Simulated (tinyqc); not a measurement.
Worked calculation: strain-driven crossing of the Gamma and L valleys in a germanium-like crystal alloyed with tin. Values are carried at full precision from step to step, so a last printed digit may differ when a step is redone from the rounded ones.

With tin the unstrained gaps become E(y) = (1 - y) E + y EgS - CS y (1 - y); all other values are kept.
Constants: kB = 8.617333262e-05 eV/K; hc = 1239.841984 eV nm.

Parameters, chosen for this exercise (near those of Ge, gaps at low temperature; shifted at random, so the results belong to these values and not to a real crystal):
```
symbol  value            unit  meaning
Eg      0.89             eV    gap at Gamma to the s-like level
EgL     0.736            eV    gap to L
EgS     (-0.443, 0.103)  eV    Gamma and L gaps of the tin end
CS      (2.35, 1.07)     eV    bowing of the Gamma and L gaps
y       0.032                  tin fraction
C11     130.6            GPa
C12     48.1             GPa
C44     68               GPa
load    uniaxial [100]         kind of strain
e0      0.0316                 size of the strain
Dso     0.294            eV    spin-orbit splitting
ac      -8.34            eV    conduction deformation potential
av      1.25             eV    valence hydrostatic potential
b       -2.53            eV    tetragonal shear potential
d       -5.36            eV    trigonal shear potential
aL      -1.32            eV    hydrostatic potential of the L edge, Xd + Xu/3
XuL     16.8             eV    uniaxial potential, L
mG      0.0431           m0    mass at Gamma
mL      0.543            m0    density-of-states mass of the four L valleys together
T       200              K     temperature
```

## Gaps of the unstrained alloy

Give both gaps, their difference, and the y at which they cross (the root of a quadratic between 0 and 0.3).

Gamma and L gaps (eV): 0.7746  0.6826

Gamma - L = 0.0920 eV
crossing y = 0.0821

Without strain the alloy is indirect.

## The strain tensor for a uniaxial [100] load

Biaxial loads: e0 is the in-plane strain e_par and the normal is free. (001): e_perp = -2 (C12/C11) e_par; exx = eyy = e_par, ezz = e_perp, no shear. (111): e_perp = -(2 C11 + 4 C12 - 4 C44)/(C11 + 2 C12 + 4 C44) e_par; exx = eyy = ezz = (2 e_par + e_perp)/3 and exy = eyz = ezx = (e_perp - e_par)/3. (110): e_perp = -(C11 + 3 C12 - 2 C44)/(C11 + C12 + 2 C44) e_par; exx = eyy = (e_par + e_perp)/2, ezz = e_par, exy = (e_perp - e_par)/2, eyz = ezx = 0. Uniaxial loads: a stress along n, scaled so that n.e.n = e0, with exx = s11 sxx + s12 (syy + szz), exy = s44 sxy/2, s11 = (C11 + C12)/((C11 - C12)(C11 + 2 C12)), s12 = -C12/((C11 - C12)(C11 + 2 C12)), s44 = 1/C44.

Form the tensor and its trace.

strain tensor in the cubic axes:
```
          x          y          z
x  0.031600   0.000000   0.000000
y  0.000000  -0.008506   0.000000
z  0.000000   0.000000  -0.008506
```

tr(e) = 0.014589

## Band edges

Edges from the unstrained valence top: Gamma at Eg + ac tr(e); an L valley with unit axis u at EgL + aL tr(e) + XuL (u.e.u - tr(e)/3), u along [111], [1-1-1], [-11-1], [-1-11]; valence edges are the levels of the 6 x 6 matrix of X, Y, Z times spin with -Dso/3 + l exx + m (eyy + ezz) on the diagonal (cyclic), n exy off it, l = av + 2 b, m = av - b, n = sqrt(3) d. Spin-orbit term (Dso/3) L.sigma on X, Y, Z with (L_k)_ij = -i epsilon_kij: <X+|H|Y+> = -i Dso/3, <X+|H|Z-> = Dso/3, <Y+|H|Z-> = -i Dso/3, <Z+|H|X-> = -Dso/3, <Z+|H|Y-> = i Dso/3, <X-|H|Y-> = i Dso/3, and their conjugates; + and - are the spin along z.

Give the edges and the direct and indirect gaps from the top valence edge.

Gamma edge = 0.6529 eV

L edges (eV): [111] 0.6633, [1-1-1] 0.6633, [-11-1] 0.6633, [-1-11] 0.6633

valence edges from the top (eV): 0.1197  -0.0067  -0.3523

direct and indirect gap (eV): 0.5332  0.5436

The gap is direct: Gamma lies 10 meV below the lowest L valley. The top two valence edges are 126 meV apart. At strains above 3 % second-order terms, left out here, matter.

## Electrons in the Gamma valley

Non-degenerate, parabolic: share = mG^(3/2)/(mG^(3/2) + (mL^(3/2)/4) sum_i exp(-(E_Li - E_Gamma)/kT)). Also the offset at which four equal L valleys hold half of the electrons, kT ln((mL/mG)^(3/2)), and the wavelength hc/E of the direct gap.

(mL/mG)^(3/2) = 44.72
share in Gamma = 3.94 %
offset for an even split = 65.5 meV
wavelength = 2325 nm

With the L valleys as they lie here, Gamma must be 65 meV below the lowest of them to hold half of the electrons at 200 K; it lies 10 meV below. A direct gap alone is not enough.

## Checks

- Gamma and lowest L edge at e0 = 0.02837, where the linear shifts make them meet (eV): both 0.6653.

tinyqc: `OMP_NUM_THREADS=1 python tinyqc.py 1050237 1050238 out.jsonl`; about 0.01 s, one thread, shared Intel(R) Xeon(R) Processor @ 2.30GHz.
